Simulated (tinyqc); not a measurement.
Worked calculation: thin-film optics by transfer matrices. Values are carried at full precision from step to step, so a last printed digit may differ when a step is redone from the rounded ones.

Indices N = n + i k. Snell: N0 sin(theta) = N_j sin(theta_j), with Im(N_j cos theta_j) >= 0. Admittance y_j = N_j cos theta_j for s and N_j/cos theta_j for p. Phase delta_j = 2 pi N_j cos theta_j d_j/lambda. Layer matrix [[cos delta, -i sin delta/y], [-i y sin delta, cos delta]], multiplied from the top down to M. (B, C) = M (1, y_sub); r = (y0 B - C)/(y0 B + C), R = |r|^2, T = 4 Re y0 Re y_sub/|y0 B + C|^2, absorbed in the films 1 - R - T.

Values chosen for the exercise (indices near those of resist, ARC, SiO2 on Si; the results hold for these values, not for the real material):
- lam = 248 nm (vacuum wavelength)
- n0 = 1 (ambient index)
- n = (1.756, 1.823, 1.514, 1.57) (n of resist, ARC, SiO2, substrate)
- k = (0.012, 0.395, 0, 3.628) (k in the same order)
- d = (125, 81.3, 38.9) nm (thicknesses, top first)
- theta = 70 degrees (angle of incidence)
- pol = s (polarisation)

## Angles, admittances and phases

Form cos theta_j, y_j and delta_j.

cos theta_j: ambient 0.3420, film 1 0.8448+0.0023i, film 2 0.8789+0.0598i, film 3 0.7841, substrate 1.0194+0.0202i

y_j: ambient 0.3420, film 1 1.4834+0.0142i, film 2 1.5787+0.4561i, film 3 1.1871, substrate 1.5271+3.7299i

delta_j (rad): film 1 4.6979+0.0450i, film 2 3.2518+0.9395i, film 3 1.1699

## Layer matrices and their product

Form each matrix and multiply from the top down.

matrix of film 1:
```
                 1                2
1  -0.0145+0.0450i   0.0060+0.6747i
2  -0.0152+1.4848i  -0.0145+0.0450i
```

matrix of film 2:
```
                 1                2
1  -1.4658+0.1192i  -0.6025+0.2768i
2  -1.7748-0.2354i  -1.4658+0.1192i
```

matrix of film 3:
```
          1         2
1    0.3902  -0.7756i
2  -1.0930i    0.3902
```

M:
```
                 1                2
1  -1.0501-0.3926i  -1.0186-0.5249i
2  -1.1025-0.4580i  -1.8994-0.2852i
```

Each matrix has determinant 1, and so has M.

## Reflection and transmission

Close the stack on the substrate.

B, C: -0.6476-4.9936i  -2.9390-7.9781i

r = -0.6678+0.0627i
R = 0.4499
T into the substrate = 0.0201
absorbed in the films = 0.5300

The bare substrate would reflect 0.8800.

## Ellipsometric angles

Ellipsometry: rho = tan(Psi) exp(i Delta) = -conj(r_p/r_s) with the r of the admittance formula, Delta in 0 to 360 degrees, so that a bare dielectric at small angles gives Delta = 180.

Repeat the steps for both polarisations.

r_s = -0.6678+0.0627i
r_p = 0.0819+0.0305i
Psi = 7.43 degrees
Delta = 334.19 degrees

## Checks

- R against the recursion of Airy sums from the substrate up: both 0.44987.

Computed by tinyqc, a small Python program: `OMP_NUM_THREADS=1 python tinyqc.py 1650976 1650977 out.jsonl` (the numbers bound the seed that draws the inputs); one thread of a shared host (Intel(R) Xeon(R) Processor @ 2.30GHz), about 0.01 s for the whole set of steps.
